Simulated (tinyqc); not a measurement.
ESD clamp with bipolar snapback, compact model and design window: two steps of the calculation.

The drain junction multiplies the current that enters it: Igen = (M - 1)(Ic + I0), M = 1/(1 - (Vj/BV)^n). The generated holes leave through the substrate resistance and the base of the parasitic npn: Igen = Vb/Rb + Ic/be, Ic = Is exp(Vb/Vt). Terminal current I = Ic + I0 + Igen and voltage V = Vj + I Ro, per width. Isothermal, constant gain.

Parameters, values chosen for the exercise; values close to those of grounded-gate n-channel clamps:
- T = 300 K (temperature)
- BV = 6.2 V (junction breakdown voltage)
- n = 3 (exponent of the multiplication)
- be = 4.6 (current gain of the parasitic npn)
- Is = 1.2e-17 A/um (saturation current)
- I0 = 1.4e-12 A/um (junction leakage)
- Rb = 7500 ohm um (substrate resistance)
- Ro = 120 ohm um (drain ballast and contact resistance)
- It2 = 10.7 mA/um (failure current for 100 ns)
- Wf = 30 um (finger width)
- Nf = 6 (number of fingers)
- Lv = 2 kV (human-body-model level)
- Vox = 8.6 V (oxide breakdown voltage for 100 ns)
- Vdd = 2.5 V (supply voltage)

Constants: q = 1.602176634e-19 C, kB = 1.380649e-23 J/K, Vt = kB T/q. Results are converted to the units shown.

Question 1. Base voltage at the failure current. I(Vb) = Ic (1 + 1/be) + I0 + Vb/Rb, I' = Ic (1 + 1/be)/Vt + 1/Rb; Newton steps on ln I: Vb(new) = Vb - ln(I/It2) I/I'. V follows from the introduction.

Vb after iteration 1 = 0.92303805 V

Find: I; V; I'; Vb after iteration 2.

Answer 1.

I = 47.00 mA/um
V = 9.145 V
I' = 1813 mS/um
Vb after iteration 2 = 0.8847 V

Question 2. Design window and human-body level. Human-body model: 100 pF through 1500 ohm, peak current about (level - Vt2)/1500 ohm, decay time 150 ns. All fingers turn on before the first fails if Vt2 > Vt1; then the clamp carries Nf Wf It2, otherwise in the worst case Wf It2. Margins: Vh - 1.1 Vdd against latching in operation, Vox - max(Vt1, Vt2) for the protected oxide.

Vt1 = 6.2082370 V
Vh = 4.0084805 V
Vt2 = 4.8334068 V

Wanted: peak current; current the clamp carries; level it withstands; holding margin; oxide margin.

Answer 2.

peak current = 1.3301 A
current the clamp carries = 0.32100 A
level it withstands = 0.48633 kV
holding margin = 1.2585 V
oxide margin = 2.3918 V

Uniform turn-on is not assured; the clamp fails the level. Both margins are positive.

Numbers from tinyqc (`OMP_NUM_THREADS=1 python tinyqc.py 2670036 2670037 out.jsonl`; about 0.01 s on one thread of a shared Intel Xeon 2.30GHz).
